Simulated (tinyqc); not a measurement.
## Trap density from one capacitance

Problem. Traps spread evenly through the insulator exchange electrons with the semiconductor by tunnelling, with tau(x) = t0 exp(2 ka x) at depth x from the interface. The admittance per area Y seen at depth x obeys dY/dx = -Y^2/(i w eps0 eox) + q Nb ln(1 + i w tau)/tau, with Y(0) = i w Cs and w = 2 pi f; the gate sees Y(tox) = G + i w C. Working variable y = Y/(i w), in uF/cm^2. Cox = eps0 eox/tox. Find Nb and G/w.

Inputs (values chosen for the exercise):
```
symbol  value     unit                                               meaning
eox      3.97                         relative permittivity of the insulator
tox       5.5       nm                                   insulator thickness
Cs        1.8  uF/cm^2             semiconductor capacitance in accumulation
ka          4     1/nm  decay constant of the wave function in the insulator
t0       4e-9        s              time constant of a trap at the interface
f         100       Hz                                             frequency
```

Constants: q = 1.602176634e-19 C, eps0 = 8.8541878128e-14 F/cm where lengths are in cm. Results are converted to the units shown.

C = 0.64968452 uF/cm^2

Answer. C rises steadily with Nb, so one density matches; in practice ka and t0 must come from the frequency dependence.

Nb = 8.100e19 cm^-3 eV^-1
G/w = 0.02458 uF/cm^2

Numbers from tinyqc (`OMP_NUM_THREADS=1 python tinyqc.py 2202143 2202144 out.jsonl`; about 0.5 s on one thread of a shared Intel Xeon 2.30GHz).
